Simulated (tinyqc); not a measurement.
# Band bending at a free surface with a continuum of surface states, surface photovoltage and Kelvin probe, step by step

Program tinyqc, `OMP_NUM_THREADS=1 python tinyqc.py 2430114 2430115 out.jsonl`; Intel Xeon 2.30GHz, shared host, one thread, about 0.01 s. Printed values are rounded.

n-type bulk, xi = Ec - EF = Vt ln(Nc/Nd), p0 = ni^2/Nd, ni = sqrt(Nc Nv) exp(-Eg/(2 Vt)), Eg in volts. b is the upward band bending, u = b/Vt. Space charge per area, in units of q: Qc = sign(b) sqrt((2 eps0 eps_r Vt/q) [(Nd + dn)(exp(-u) - 1) + Nd u + (p0 + dn)(exp(u) - 1)]), with dn the excess density under light (flat quasi-Fermi levels; 0 in the dark). The states hold -Ds (E0 - xi - b): negative while the Fermi level lies above the neutrality level. Neutrality: Qc + Qf + (charge of the states) = 0.

Inputs (values chosen for the exercise); band and dielectric values close to those of gallium arsenide: temperature T = 300 K; band gap Eg = 1.44 eV; relative permittivity eps_r = 12.7; conduction-band density of states at T Nc = 4.45e17 cm^-3; valence-band density of states at T Nv = 8.95e18 cm^-3; electron affinity chi = 4.1 eV; donor density Nd = 2.2e15 cm^-3; fixed positive charge at the surface Qf = 1.1e11 cm^-2; work function of the probe tip pt = 5.04 eV; density of surface states Ds = 7.4e12 cm^-2 eV^-1; depth of their neutrality level below the conduction edge E0 = 0.5 eV; excess carrier density under light dn = 3.5e10 cm^-3.

Constants: q = 1.602176634e-19 C, kB = 1.380649e-23 J/K, Vt = kB T/q, eps0 = 8.8541878128e-14 F/cm where lengths are in cm. Results are converted to the units shown.

## Bulk quantities

xi, ni, p0, the Debye length sqrt(eps0 eps_r Vt/(q Nd)) and the flat-band work function chi + xi.

xi = 0.137264 eV
ni = 1.60186e6 cm^-3
p0 = 0.00116634 cm^-3
Debye length = 90.8148 nm
chi + xi = 4.23726 eV

## Iteration 1: band bending in the dark

b at the start = 0.29 V

Newton step: b(new) = b - (Qc + Qf - Ds (E0 - xi - b))/(dQc/db + Ds), dQc/db = (eps0 eps_r/q) [Nd (1 - exp(-u)) + p0 exp(u)]/Qc.

b after iteration 1 = 0.334635 V

## Iteration 2: band bending in the dark

As before.

b after iteration 2 = 0.334674 V

## Course of the iteration

Stop when b changes by less than 1e-10 V, or after 40 iterations.

Course of the iteration:
```
iteration     b (V)  change (V)
1          0.334635      0.0446
2          0.334674     3.94e-5
3          0.334674    2.63e-11
```

Converged in 3 iterations.

## Work function and Kelvin-probe reading

converged b = 0.334674 V

Work function chi + xi + b; contact potential difference CPD = (work function of the sample) - pt. Depth of EF below Ec at the surface: xi + b. Depletion width Qc/Nd.

xi + b = 0.471938 eV
Qc = 9.76566e10 cm^-2
Qc/Nd = 443.894 nm
work function = 4.57194 eV
CPD = -468.062 mV

The Fermi level lies 28.1 meV above the neutrality level.

## Surface photovoltage

Under chopped light the surface charge keeps its dark value, so b falls to bL with Qc(bL, dn) = Qc(b, 0); the photovoltage is b - bL. Qc rises with b, so bL follows by bisection.

bL = 0.296025 V
photovoltage = 38.6489 mV
share of b removed = 11.5482 %
excess holes at the surface, dn exp(bL/Vt) = 3.28906e15 cm^-3
